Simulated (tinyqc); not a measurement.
# p-n heterojunction, non-linear Poisson equation by Newton steps, Boltzmann statistics: two studies

One dimension, material 1 (p-type) at x < 0 and material 2 (n-type) at x > 0. Band edges: Ec = -psi in material 1 and -psi + dEc in material 2, Ev = Ec - Eg. Flat quasi-Fermi levels: 0 for holes, +V for electrons. n = Nc F((EFn - Ec)/Vt), p = Nv F((Ev - EFp)/Vt), with F(eta) = exp(eta) (Boltzmann statistics); full ionisation, no interface charge, classical densities; the doping types are chosen for the exercise.

Values chosen for this exercise; band and dielectric values those of a made-up pair: temperature T = 300 K; band gap of material 1 Eg1 = 2.06 eV; relative permittivity of material 1 er1 = 10.3; conduction-band density of states of material 1 Nc1 = 7.14e17 cm^-3; valence-band density of states of material 1 Nv1 = 1.24e19 cm^-3; band gap of material 2 Eg2 = 1.61 eV; relative permittivity of material 2 er2 = 13.9; conduction-band density of states of material 2 Nc2 = 4.88e17 cm^-3; valence-band density of states of material 2 Nv2 = 1.02e19 cm^-3; conduction-band offset Ec2 - Ec1 dEc = -0.28 eV; acceptor density of material 1 N1 = 8.6e15 cm^-3; donor density of material 2 N2 = 2.1e16 cm^-3; bias of side 1 against side 2 V = -1 V.

Constants: q = 1.602176634e-19 C, kB = 1.380649e-23 J/K, Vt = kB T/q, eps0 = 8.8541878128e-14 F/cm where lengths are in cm. Results are converted to the units shown.

Each table varies one quantity; the others keep the values above.

## Effect of the conduction-band offset Ec2 - Ec1

Exact first integral: on each side D^2/(2 eps0 er) = G, G = q [Vt (nI_j - nI_b) + Vt (pI_j - pI_b) - C (psi_j - psi_b)], with C = -N1 or +N2, b the neutral end of that side, and nI, pI the densities themselves. D is continuous, so er1 G1(psi_j) = er2 G2(psi_j) fixes psi_j. Ends from Nv1 F((-psi_L - Eg1)/Vt) = N1 and Nc2 F((V + psi_R - dEc)/Vt) = N2. D is counted positive when psi rises towards material 2. Depletion (Anderson) capacitance C^2 = q eps0 er1 er2 N1 N2/(2 (er1 N1 + er2 N2)(psi_R - psi_L)). -dD/dV is the change of the displacement at the interface with both quasi-Fermi levels flat; it is the terminal capacitance only while neither side holds an inversion layer. n_j and p_j are densities at the interface.

Result of one run:
```
dEc (eV),psi_R - psi_L (V),psi_j - psi_L (V),psi_R - psi_j (V),D/q (cm^-2),n_j in 1 (cm^-3),p_j in 2 (cm^-3),-dD/dV (nF/cm^2),depletion C (nF/cm^2)
-0.05,2.741,2.089,0.6519,4.494e11,4.974e4,3.017e-13,13.39,13.26
```

What becomes of these results when the conduction-band offset Ec2 - Ec1 dEc is changed from -0.05 to -0.28 eV, all else the same?

Result of the changed run:
```
dEc (eV),psi_R - psi_L (V),psi_j - psi_L (V),psi_R - psi_j (V),D/q (cm^-2),n_j in 1 (cm^-3),p_j in 2 (cm^-3),-dD/dV (nF/cm^2),depletion C (nF/cm^2)
-0.28,2.511,1.912,0.5983,4.298e11,54.00,3.802e-14,14.00,13.86
```

The whole series:
```
dEc (eV),psi_R - psi_L (V),psi_j - psi_L (V),psi_R - psi_j (V),D/q (cm^-2),n_j in 1 (cm^-3),p_j in 2 (cm^-3),-dD/dV (nF/cm^2),depletion C (nF/cm^2)
-0.58,2.211,1.682,0.5285,4.027e11,0.007344,2.551e-15,14.94,14.77
-0.51,2.281,1.736,0.5448,4.092e11,0.05863,4.792e-15,14.71,14.54
-0.43,2.361,1.797,0.5634,4.164e11,0.6297,9.849e-15,14.45,14.29
-0.36,2.431,1.851,0.5797,4.227e11,5.027,1.850e-14,14.23,14.08
-0.28,2.511,1.912,0.5983,4.298e11,54.00,3.802e-14,14.00,13.86
-0.21,2.581,1.966,0.6146,4.358e11,431.1,7.142e-14,13.81,13.67
-0.13,2.661,2.027,0.6332,4.427e11,4630,1.468e-13,13.59,13.46
-0.05,2.741,2.089,0.6519,4.494e11,4.974e4,3.017e-13,13.39,13.26
0.02,2.811,2.142,0.6682,4.552e11,3.971e5,5.667e-13,13.22,13.10
```

As dEc goes from -0.58 to 0.02, the total bending rises from 2.21 to 2.81 V and the sheet charge D/q rises from 4.03e11 to 4.55e11 cm^-2; the share of the bending in material 1 stays near 76.2 %. The alignment is staggered for dEc = -0.58, -0.51, 0.02 eV. The capacitance departs most from the depletion formula at dEc = -0.58, where it is 1.2 % above it.

## Effect of the bias of side 1 against side 2

Same model as above.

Results:
```
V (V),psi_R - psi_L (V),psi_j - psi_L (V),psi_R - psi_j (V),D/q (cm^-2),n_j in 1 (cm^-3),p_j in 2 (cm^-3),-dD/dV (nF/cm^2),depletion C (nF/cm^2)
0.5,1.011,0.7615,0.2491,2.684e11,3.972e7,8.172e5,22.42,21.84
0,1.511,1.145,0.3655,3.310e11,4.400e5,0.2939,18.18,17.86
-0.5,2.011,1.529,0.4819,3.836e11,4874,1.057e-7,15.69,15.48
-1.5,3.011,2.296,0.7147,4.714e11,0.5982,1.368e-20,12.76,12.65
-2,3.511,2.680,0.8311,5.097e11,0.006627,4.919e-27,11.80,11.72
-2.5,4.011,3.063,0.9475,5.453e11,7.342e-5,1.769e-33,11.03,10.96
-3,4.511,3.447,1.064,5.787e11,8.134e-7,6.363e-40,10.40,10.34
```

Estimate the missing row, V = -1 V.

Computed row:
```
V (V),psi_R - psi_L (V),psi_j - psi_L (V),psi_R - psi_j (V),D/q (cm^-2),n_j in 1 (cm^-3),p_j in 2 (cm^-3),-dD/dV (nF/cm^2),depletion C (nF/cm^2)
-1,2.511,1.912,0.5983,4.298e11,54.00,3.802e-14,14.00,13.86
```

With this row back in the table: As V goes from 0.5 to -3, the total bending rises from 1.01 to 4.51 V and the sheet charge D/q rises from 2.68e11 to 5.79e11 cm^-2; the share of the bending in material 1 rises from 75.4 to 76.4 %. The capacitance departs most from the depletion formula at V = 0.5, where it is 2.7 % above it.

Computed by the program tinyqc: `OMP_NUM_THREADS=1 python tinyqc.py 2040023 2040024 out.jsonl`, one thread of a shared Intel Xeon 2.30GHz, about 0.02 s for the whole run.
